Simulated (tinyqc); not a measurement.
# Planar ballistic transistor, top-of-the-barrier model: what changes with what

At the top of the source barrier, states moving towards the drain are filled by the source (Fermi level 0) and states moving back by the drain (Fermi level -q Vd); nothing scatters. U is the shift of the band edge there, set by the capacitances CG, CD and CS (the total) and by the charge. Parabolic two-dimensional band; the source is grounded.

Inputs (values chosen for the exercise); mass and valleys close to those of germanium:
- T = 300 K (temperature)
- m = 0.124 m0 (effective mass)
- gv = 4 (valley degeneracy)
- eox = 9 (relative permittivity of the gate insulator)
- tox = 3.3 nm (insulator thickness)
- aG = 0.89 (gate control CG/CS)
- aD = 0.017 (drain control CD/CS)
- E0 = 0.22 eV (band edge at the barrier top above the source Fermi level at zero bias)
- Vd = 0.1 V (drain voltage)

Constants: q = 1.602176634e-19 C, kB = 1.380649e-23 J/K, hbar = 1.054571817e-34 J s, m0 = 9.1093837015e-31 kg, Vt = kB T/q, eps0 = 8.8541878128e-14 F/cm where lengths are in cm. Results are converted to the units shown.

Each table varies one quantity; the others keep the values above.

## Transfer curve

N0 = gv m kB T/(pi hbar^2), CG = eps0 eox/tox, vT = sqrt(2 kB T/(pi m)), CS = CG/aG, n0 = n at U = 0 and Vd = 0. eta1 = -(E0 + U)/Vt, eta2 = eta1 - Vd/Vt, n = (N0/2)[F_0(eta1) + F_0(eta2)], F_0(x) = ln(1 + exp x). U = UL + q (n - n0)/CS with UL = -(aG Vg + aD Vd), energies in eV. I = q (N0/2) vT [F_(1/2)(eta1) - F_(1/2)(eta2)] per width, F_(1/2)(x) = (2/sqrt(pi)) int_0^infinity u^(1/2)/(1 + exp(u - x)) du. CQ = (q/Vt) dn/d(eta1).

Transfer curve:

| Vg (V) | eta1 | n (cm^-2) | I (uA/um) | mean velocity I/(q n) (cm/s) | CQ/CS |
|---|---|---|---|---|---|
| 0 | -8.443 | 5.888e8 | 0.1382 | 1.465e7 | 0.001345 |
| 0.09 | -5.372 | 1.267e10 | 2.976 | 1.466e7 | 0.02887 |
| 0.17 | -2.918 | 1.440e11 | 34.03 | 1.475e7 | 0.3205 |
| 0.26 | -1.176 | 7.376e11 | 179.1 | 1.516e7 | 1.482 |
| 0.35 | -0.1884 | 1.662e12 | 420.0 | 1.577e7 | 2.875 |
| 0.44 | 0.5080 | 2.713e12 | 714.3 | 1.643e7 | 4.025 |
| 0.52 | 1.015 | 3.697e12 | 1006 | 1.699e7 | 4.824 |
| 0.61 | 1.516 | 4.835e12 | 1359 | 1.754e7 | 5.547 |
| 0.7 | 1.968 | 5.993e12 | 1727 | 1.799e7 | 6.163 |

Read the table: what changes, and by how much?

The current rises from 0.138 to 1730 uA/um. Between the first two rows the swing is 67.5 mV a decade, against Vt ln 10/aG = 66.9. CQ/CS goes from 0.0013 to 6.2, so a volt on the gate moves the band edge by 0.89 eV in the first row and 0.12 eV in the last: the gate charge is limited by the insulator. The mean velocity rises from 1.47e7 to 1.80e7 cm/s.

## Effect of the drain control CD/CS

Same model as above.

CQ = (q/Vt) dn/d(eta1). E0 is held fixed.

In this table Vg = 0.5 V, Vd = 0.5 V.

Results:

| aD | eta1 | n (cm^-2) | I (uA/um) | mean velocity I/(q n) (cm/s) | CQ/CS |
|---|---|---|---|---|---|
| 0 | 0.9397 | 3.400e12 | 992.9 | 1.823e7 | 4.399 |
| 0.014 | 0.9895 | 3.497e12 | 1026 | 1.831e7 | 4.460 |
| 0.042 | 1.088 | 3.691e12 | 1093 | 1.849e7 | 4.576 |
| 0.057 | 1.139 | 3.795e12 | 1130 | 1.858e7 | 4.634 |
| 0.071 | 1.187 | 3.893e12 | 1164 | 1.867e7 | 4.688 |
| 0.085 | 1.235 | 3.991e12 | 1199 | 1.875e7 | 4.739 |
| 0.099 | 1.282 | 4.089e12 | 1234 | 1.884e7 | 4.788 |

Estimate the missing row, aD = 0.028.

Computed row:

| aD | eta1 | n (cm^-2) | I (uA/um) | mean velocity I/(q n) (cm/s) | CQ/CS |
|---|---|---|---|---|---|
| 0.028 | 1.039 | 3.594e12 | 1059 | 1.840e7 | 4.519 |

With this row back in the table: As aD goes from 0 to 0.099, n rises from 3.40e12 to 4.09e12 cm^-2, the mean velocity rises from 1.82e7 to 1.88e7 cm/s and the current rises from 993 to 1230 uA/um. CQ/CS goes from 4.4 to 4.8.

## Effect of the insulator thickness

Same model as above.

CQ = (q/Vt) dn/d(eta1). E0 is held fixed.

In this table Vg = 0.5 V, Vd = 0.5 V.

Effect of the insulator thickness:

| tox (nm) | eta1 | n (cm^-2) | I (uA/um) | mean velocity I/(q n) (cm/s) | CQ/CS |
|---|---|---|---|---|---|
| 0.5 | 4.6832 | 1.2567e13 | 5293.6 | 2.6291e7 | 0.91840 |
| 0.74 | 3.7955 | 1.0225e13 | 3980.3 | 2.4297e7 | 1.3416 |
| 1.1 | 2.9376 | 8.0057e12 | 2866.6 | 2.2349e7 | 1.9365 |
| 1.6 | 2.1990 | 6.1711e12 | 2047.7 | 2.0710e7 | 2.6699 |
| 2.4 | 1.4923 | 4.5399e12 | 1399.9 | 1.9246e7 | 3.6323 |
| 3.6 | 0.87414 | 3.2750e12 | 950.56 | 1.8116e7 | 4.7089 |
| 5.4 | 0.32709 | 2.3301e12 | 645.10 | 1.7280e7 | 5.8166 |
| 8 | -0.15265 | 1.6598e12 | 443.95 | 1.6695e7 | 6.8503 |

As tox goes from 0.5 to 8 nm, n falls from 1.26e13 to 1.66e12 cm^-2, the mean velocity falls from 2.63e7 to 1.67e7 cm/s and the current falls from 5290 to 444 uA/um. CQ/CS goes from 0.92 to 6.9. Over the range the current goes as tox^(-0.89) on average. For tox = 0.5 to 0.74 nm the insulator is under 1 nm thick, where gate tunnelling would matter.

tinyqc, about 0.01 s, one thread, Intel Xeon 2.30GHz (shared host): `OMP_NUM_THREADS=1 python tinyqc.py 2400085 2400086 out.jsonl`
